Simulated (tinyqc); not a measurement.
Two-band tight binding of a puckered layer, step by step. Values are carried at full precision from step to step, so a last printed digit may differ when a step is redone from the rounded ones.

With X = kx ax/2 and Y = ky ay/2: h = t2 + 2 cos(Y) (t1 exp(iX) + t3 exp(-iX)) + t5 exp(2iX), d = 4 t4 cos(X) cos(Y), H = [[d, h], [h*, d]], E = d -/+ |h|.

Constants: hbar^2/2m0 = 3.80998211 eV angstrom^2.

Parameters, chosen for this exercise (near a published set for monolayer black phosphorus; not measured data):
- ax = 4.46 angstrom (period along x (armchair))
- ay = 3.33 angstrom (period along y (zigzag))
- t1 = -1.223 eV (along the zigzag)
- t2 = 3.632 eV (across the pucker)
- t3 = -0.225 eV (second in the sheet)
- t4 = -0.103 eV (same sublattice)
- t5 = -0.056 eV (far across)
- k = (0.38, 0.22) 1/angstrom (wave vector)

## One k point

Form X, Y, h, d and the levels.

X, Y (rad): [0.84740, 0.36630]

h = 1.8491-1.4524i eV
d = -0.2546 eV

levels (eV): [-2.6060, 2.0967]

## Expansion about Gamma

h = h0 + i chi kx + gx kx^2 + gy ky^2 and d = 4 t4 + ex kx^2 + ey ky^2, with h0 = t2 + 2 t1 + 2 t3 + t5, chi = ax (t1 - t3 + t5), gx = -ax^2 ((t1 + t3)/4 + t5/2), gy = -ay^2 (t1 + t3)/4, ex = -t4 ax^2/2, ey = -t4 ay^2/2. The gap is 2 h0.

h0 = 0.6800 eV
gap = 1.3600 eV
chi = -4.7008 eV angstrom

gx, gy, ex, ey (eV angstrom^2): [7.7577, 4.0142, 1.0244, 0.5711]

## Masses

Electrons: c/(ex + gx + chi^2/(2 h0)) along x, c/(ey + gy) along y; holes: the same with -ex and -ey; c = hbar^2/2m0. The coefficients stand in the order gx, gy, ex, ey.

masses (m0), rows electron, hole; columns x, y:
```
[[0.1522, 0.8309],
 [0.1658, 1.1066]]
```

density-of-states mass sqrt(mx my) (m0): electron 0.3556, hole 0.4283

my/mx: electron 5.46, hole 6.67

Along x the term chi^2/(2 h0) = 16.25 eV angstrom^2 couples the bands and makes both carriers light; along y it is absent.

## Checks

- Electron mass along x against a finite difference of the band: both 0.1522.

Program tinyqc; command `OMP_NUM_THREADS=1 python tinyqc.py 1451652 1451653 out.jsonl`; about 0.01 s on one thread of a shared Intel(R) Xeon(R) Processor @ 2.30GHz.
